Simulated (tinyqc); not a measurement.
# Which input was changed?

Model: heat flow across a film from the phonon Boltzmann equation in the relaxation-time approximation. Computed by tinyqc, a small Python program. Command: `OMP_NUM_THREADS=1 python tinyqc.py 3022282 3022283 out.jsonl slabbte which`. One thread of a shared host (Intel(R) Xeon(R) Processor @ 2.30GHz), about 0.2 s of CPU time with the checks.

Two black walls, hot at x = 0 and cold at x = L, emit phonons isotropically. For one free path Lambda, with tau = x/Lambda, tau_L = L/Lambda and phi = (T - T_cold)/Delta T, energy balance gives phi(tau) = (1/2) [E2(tau) + int_0^tau_L phi(s) E1(|tau - s|) ds]; E_n are the exponential integrals. The flux over the ballistic flux C v Delta T/4 is psi = 1 - 2 int_0^tau_L phi(s) E2(s) ds, and kappa_eff/kappa = (3/4) tau_L psi. kappa = C v Lambda/3 is an input, so at fixed kappa a longer free path means a smaller C v.

Inputs (values chosen for the exercise, modelled on indium phosphide): bulk conductivity kappa = 66.9 W/(m K); film thickness L = 330 nm; wall temperature difference Delta T = 14 K; free path Lambda_1 = 110 nm; cells n in the small system = 5.

Free-path groups: one.

Method:
- Cut the film into n equal cells with constant phi, collocated at the centres c_i: the kernel integrates to A_ij = |E2(|c_i - e_j|) - E2(|c_i - e_(j+1)|)|/2 for cell edges e_j, and A_ii = 1 - E2(half a cell); solve (1 - A) phi = E2(c)/2; psi = 1 - 2 sum_j phi_j [E3(e_j) - E3(e_(j+1))].
- Use 150 and 300 cells and extrapolate psi = (4 psi(300) - psi(150))/3. The jump at the hot wall is 1 - phi there (linear extrapolation from the first two of 300 cells). Two-flux (diffusion with slip) formula: psi = 1/(1 + 3 tau_L/4).
- Each group is solved on its own with 150 and 300 cells, psi = (4 psi(300) - psi(150))/3, and weighted by its share of kappa.
- Flux J = kappa_eff Delta T/L; apparent boundary resistance per wall (L/kappa_eff - L/kappa)/2.

Question. One of these inputs alone was changed, within the range given: bulk conductivity kappa (33.45 to 133.8); film thickness L (165 to 660); free path Lambda_1 (55 to 220). Which one, and to what value?

Results:
```
run     apparent resistance per wall (m^2 K/GW)  psi for Lambda_1  flux J (GW/m^2)
before                                 1.167578         0.3016455         1.926281
after                                  0.966156         0.2641864         2.039316
```

Answer.

Each candidate set to reproduce apparent resistance per wall, and what it then gives:
```
candidate                          range searched  value needed  psi for Lambda_1  flux J (GW/m^2)
bulk conductivity kappa (W/(m K))  33.45 to 133.8         80.85           0.30165           2.3279
film thickness L (nm)                  165 to 660  out of reach                 -                -
free path Lambda_1 (nm)                 55 to 220         91.00           0.26419           2.0393
```

Only free path Lambda_1 fits every result: it went from 110 to 91.0 nm. The next best candidate, bulk conductivity kappa, misses one result by 14 %.
